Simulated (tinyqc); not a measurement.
Wafer and channel orientation: ellipsoidal valleys in the axes of a wafer and a channel.

Valleys with axes a along [111], [1-1-1], [-11-1] and [-1-11], one whole valley each; inverse mass tensor w = 1/mt + (1/ml - 1/mt) a a. Device axes: z = nz/|nz|, x = nx/|nx|, y = z cross x; in them a = (ax, ay, az). Confinement mass mz = 1/w_zz. In the plane w_ij is replaced by u_ij = w_ij - w_iz w_jz/w_zz (i, j = x, y); density-of-states mass md = 1/sqrt(det u); conductivity mass along x mc = 1/u_xx; ballistic transport mass mx = u_yy/det u, width mass my = 1/u_yy.

Hard walls: E_n = c (n pi/t)^2/mz, c = hbar^2/2m0, n = 1, 2, 3. Non-degenerate share of a valley proportional to md sum_n exp(-E_n/kT); mean 1/mc = sum of share/mc. 1 nm = 10 angstrom.

Constants: hbar^2/2m0 = 3.80998211 eV angstrom^2; kB = 8.617333262e-05 eV/K.

Values chosen for the exercise (near those of the L valleys of Ge; the results hold for these values, not for the real material): ml = 1.531 m0 (longitudinal mass); mt = 0.084 m0 (transverse mass); t = 4.1 nm (thickness of the film); T = 300 K (temperature).

For each face/channel: the lowest ladder (mz, number of valleys, md, E1, share) and the mean conductivity mass over all valleys.

Results:
```
face/channel     mz  valleys     md  E1 (meV)  share  mean mc
(113)/[1-10]  0.296        1  0.191      75.6  0.971   0.0860
(111)/[11-2]  1.531        1  0.084      14.6  0.998   0.0841
(110)/[001]   0.227        2  0.218      98.5  0.998   0.5613
(210)/[001]   0.194        2  0.236     115.3  0.992   0.3050
(001)/[110]   0.123        4  0.297     182.4  1.000   0.1555
(100)/[011]   0.123        4  0.297     182.4  1.000   0.1555
(112)/[11-1]  0.525        1  0.143      42.6  0.993   0.2424
```

The mean conductivity mass is lowest, 0.0841, for (111)/[11-2] and highest, 0.5613, for (110)/[001]; the bulk value is 0.1226. The confinement energy is lowest on the face with the heaviest mz ((111), 15 meV). The density of states of the lowest ladder, valleys times md, runs between 0.084 and 1.187; a small value limits the charge through the quantum capacitance. Rows with E1 above about 150 meV are beyond the parabolic range, and other valley families may lie lower.

Computed by tinyqc, a small Python program: `OMP_NUM_THREADS=1 python tinyqc.py 1881222 1881223 out.jsonl` (the numbers bound the seed that draws the inputs); one thread of a shared host (Intel(R) Xeon(R) Processor @ 2.30GHz), about 0.01 s for the whole set of steps.
